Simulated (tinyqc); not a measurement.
Current of a Schottky diode by thermionic-emission-diffusion theory, and its read-back from I-V-T and C-V data: one step, computed by the program tinyqc.

Full ionisation, no tunnelling, no recombination current. V is the voltage across the junction itself, forward positive.

Problem. Current. N_c(T) = N_c (T/300 K)^(3/2); V_bi = phi_0 - (k_B T/e) ln(N_c(T)/N); surface field F = sqrt(2 e N (V_bi - V - k_B T/e)/(eps eps_0)); image lowering d_phi = sqrt(e F/(4 pi eps eps_0)); effective barrier phi = phi_0 - d_phi - sigma^2 (1 - rho V)/(2 k_B T). Collection velocity v_R = A* T^2/(e N_c(T)); diffusion velocity v_D = mu F; J = e N_c(T) v_R/(1 + v_R/v_D) exp(-phi/k_B T) [exp(e V/k_B T) - 1]. Terminal voltage V + J R_s.

Inputs (values chosen for the exercise, modelled on n-type silicon): Richardson constant A* = 113 A/(cm^2 K^2); effective density of states at 300 K, N_c = 2.7e+19 1/cm^3; permittivity eps = 11.7; mobility mu = 1400 cm^2/(V s); barrier without image force phi_0 (mean) = 0.741 eV; doping N = 8.3e+15 1/cm^3; series resistance R_s = 0.16 milliohm cm^2; junction voltage V = 0.22 V; temperature T = 350 K; standard deviation sigma = 30 meV; relative change of sigma^2 with bias, rho = 0.8 1/V.

Barrier: Gaussian spread of heights.

Constants: k_B = 8.617333262e-05 eV/K; e = 1.602176634e-19 C; eps_0 = 8.8541878128e-12 F/m.

Give: v_R; v_D; current density J; terminal voltage.

Solution.

v_R = 2.539e+06 cm/s

v_D = 3.475e+07 cm/s

current density J = 1.089 A/cm^2

terminal voltage = 0.2202 V

v_D/v_R = 13.7: emission over the barrier limits the current.
